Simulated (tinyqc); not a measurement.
What each parameter does: inter-valley coupling by envelope functions against a chain of atomic planes.

Chain: E(phi) = e0 + 2 v cos(phi) + 2 u cos(2 phi), cos(phi0) = -v/(4u), e0 = 2u + v^2/(4u); plane j = 0, 1, ... has the potential V_j = dE x_j + F (j - 30) a/4 (1 MV/m = 1e-4 V/angstrom). There are 30 barrier planes a side; with y = j - 29.5, x_j = xb (f(y) + f(Nw - y)), f(y) = 1/(1 + exp(y/L)), plus any Ge added in the well. The valley splitting is the spacing of the two lowest levels. Envelope theory: F_j solves a one-valley chain with hopping -b and diagonal 2b + V_j, b = 4u sin^2(phi0), sum F_j^2 = 1; the valleys couple by Dv = sum_j F_j^2 V_j exp(-2 i phi0 j) and split by 2|Dv|.

Parameters, chosen for this exercise (near those of the Delta valleys of silicon in a SiGe well; shifted at random, so the results belong to these values and not to a real crystal): a = 5.431 angstrom (lattice constant; planes lie a/4 apart); u = 0.647 eV (second-neighbour hopping); v = 0.644 eV (nearest hopping); Nw = 38 (planes in the well); L = 1.25 planes (interface width); xb = 0.25 (Ge fraction of the barriers); dE = 0.51 eV (offset per unit Ge fraction); F = 5 MV/m (field); js = 42 (plane j of a Ge spike (the well starts at j = 30)); xs = 0.18 (Ge fraction added on that plane).

Chain with the spike on plane js.

One parameter was then changed.

Results before and after:
```
case     level (meV)  splitting (micro-eV)
base          26.679                6624.5
changed       27.299                6665.5
```

Which of these changes was made? (a) js = 45; (b) Nw = 44; (c) F = 7 MV/m; (d) xb = 0.3; (e) xs = 0.234; (f) L = 1.75 planes; (g) dE = 0.561 eV.

Answer: (d) xb = 0.3. Of the candidates, run in turn, only this one gives the changed row.

All candidates:
```
case             level (meV)  splitting (micro-eV)
base                  26.679                6624.5
Nw = 44               25.150                5724.5
L = 1.75 planes       27.566                6645.2
xb = 0.3              27.299                6665.5
dE = 0.561 eV         27.265                7165.0
F = 7 MV/m            31.060                7148.7
js = 45               26.901                7066.9
xs = 0.234            27.421                8108.1
```

(tinyqc, `OMP_NUM_THREADS=1 python tinyqc.py 1451095 1451096 out.jsonl`, Intel(R) Xeon(R) Processor @ 2.30GHz, 1 thread, shared host, about 0.1 s.)
